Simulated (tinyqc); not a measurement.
Harmonic transition-state theory with quantum, tunnelling and friction corrections: one step, computed by the program tinyqc. Command: `OMP_NUM_THREADS=1 python tinyqc.py 3014977 3014978 out.jsonl rates walk`. One thread of a shared host (Intel(R) Xeon(R) Processor @ 2.30GHz), about 0.01 s of CPU time with the checks.

One atom hops between equivalent sites; three modes at the minimum and two real modes at the saddle are treated as harmonic, the rest of the crystal as unchanged; melting is ignored, so hot rows may lie above the melting point.

Question. Quantum harmonic rate. Vineyard: nu* = product of minimum frequencies / product of real saddle frequencies; k_cl = nu* exp(-E_b/(k_B T)). Quantum harmonic: k_q = (k_B T/h) [prod 2 sinh(x_i/2) (minimum) / prod 2 sinh(x_j/2) (saddle)] exp(-E_b/(k_B T)), x = h nu/(k_B T). Zero-point correction to the barrier = (h/2)(sum of saddle frequencies - sum of minimum frequencies).

Inputs (values chosen for the exercise, modelled on a vacancy in silicon): barrier E_b = 0.403 eV; temperature T = 343 K.

Lattice of sites: three-dimensional.

frequencies at the minimum (THz): [9, 10.3, 11.3]

real frequencies at the saddle (THz): [7.2, 8.65]

Constants: h x 1 THz = 4.135667696 meV; k_B = 8.617333262e-05 eV/K.

Give: x at the minimum; x at the saddle; zero-point correction; quantum harmonic rate k_q; ratio k_q/k_cl.

Answer.

x at the minimum: [1.259, 1.441, 1.581]

x at the saddle: [1.007, 1.210]

zero-point correction = -30.50 meV

quantum harmonic rate k_q = 2.342e+07 1/s

ratio k_q/k_cl = 1.162

To second order in x the ratio is 1 + (sum x_i^2 - sum x_j^2)/24 = 1.1535.
